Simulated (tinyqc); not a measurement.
Thermal, flicker and telegraph noise of a field-effect transistor: one step, computed by the program tinyqc. Command: `OMP_NUM_THREADS=1 python tinyqc.py 3028614 3028615 out.jsonl noise walk`. One thread of a shared host (Intel(R) Xeon(R) Processor @ 2.30GHz), about 0.01 s of CPU time with the checks.

Strong inversion, threshold roll-off and channel-length modulation left out; noise sources are uncorrelated and are given as one-sided spectral densities.

Problem. Operating point. C_ox = 3.9 eps_0/t; V_c = 2 v_s L/mu; I = W C_ox v_s V_ov^2/(V_ov + V_c); g_m = W C_ox v_s V_ov (V_ov + 2 V_c)/(V_ov + V_c)^2; g_d0 = mu C_ox (W/L) V_ov.

Inputs (values chosen for the exercise, modelled on a high-k silicon transistor):

| quantity | value | unit |
|---|---|---|
| width W | 25 | micrometre |
| length L | 680 | nm |
| electrical oxide thickness t | 7.4 | nm |
| mobility mu | 130 | cm^2/(V s) |
| saturation velocity v_s | 1.1 | 1e7 cm/s |
| overdrive V_ov | 0.46 | V |

Operating region: saturation. Flicker model: Hooge.

Constants: eps_0 = 8.8541878128e-12 F/m.

Give: C_ox; drain current I; g_m; g_d0.

Solution.

C_ox = 0.46664 microfarad/cm^2

drain current I = 226.89 microampere

g_m = 967.53 microsiemens

g_d0 = 1025.9 microsiemens
